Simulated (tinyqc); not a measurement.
Strain dependence: valley-orbit splitting of a donor ground state, with strain. Computed by tinyqc, a small Python program. Command: `OMP_NUM_THREADS=1 python tinyqc.py 3017715 3017716 out.jsonl valleyorbit walk`. One thread of a shared host (Intel(R) Xeon(R) Processor @ 2.30GHz), about 0.01 s of CPU time with the checks.

The basis is the 1s envelope in each valley; energies are counted from the unstrained conduction-band edge. The strain is e_s (a a^T - 1/3) for the unit stress axis a, so valley j along n_j moves by Xi_u e_s w_j with w_j = (n_j.a)^2 - 1/3: +1/3 for [111] and [-1-11], -1/3 for the others.

Inputs (values chosen for the exercise, modelled on donors in germanium):
```
quantity                            value  unit
single-valley binding energy E_0     9.93   meV
central-cell shift Lambda            0.37   meV
coupling Delta_1                     0.62   meV
shear deformation potential Xi_u     16.5    eV
shear strain e_s                  6.5e-05     -
```

Valleys: four along <111>. Stress axis: [110].

Method:
- By symmetry: E(A1) = E_0 + Lambda + 3 Delta_1 (one state), E(T2) = E_0 + Lambda - Delta_1 (three), as binding energies.
- H_jj = -(E_0 + Lambda) + Xi_u e_s w_j; H_jk = -Delta_1 between any two valleys.
- The contact hyperfine ratio is A/A_0 = (sum_j c_j)^2/(number of valleys), c_j the valley amplitudes of the ground state; binding from the lowest valley edge.

E(A1) = 12.16 meV

Against strain:
```
e_s        Xi_u e_s (w_max - w_min) (meV)  binding (meV)  gap to next level (meV)    A/A_0
-5.20e-04                          -5.720         11.177                   1.4972  0.69889
-1.90e-04                          -2.090         11.497                   1.8166  0.88234
-6.50e-05                          -0.715         11.853                   2.1730  0.98043
-1.90e-05                          -0.209         12.060                   2.3799  0.99823
1.90e-05                            0.209         12.060                   2.3799  0.99823
6.50e-05                            0.715         11.853                   2.1730  0.98043
1.90e-04                            2.090         11.497                   1.8166  0.88234
5.20e-04                            5.720         11.177                   1.4972  0.69889
```

What does the comparison show, and why?

A/A_0 falls for either sign of strain, to 0.699 and 0.699 at the ends; its limits are the shares of the valleys that end up lowest, 2/4 under compression and 2/4 under tension. Near zero strain A/A_0 changes in second order, the binding in first. The binding energy drops from 12.16 meV to 11.18 and 11.18 meV, since fewer valleys share the valley-orbit gain.

Extremes, crossings and ranges named in words are read from the listed rows.
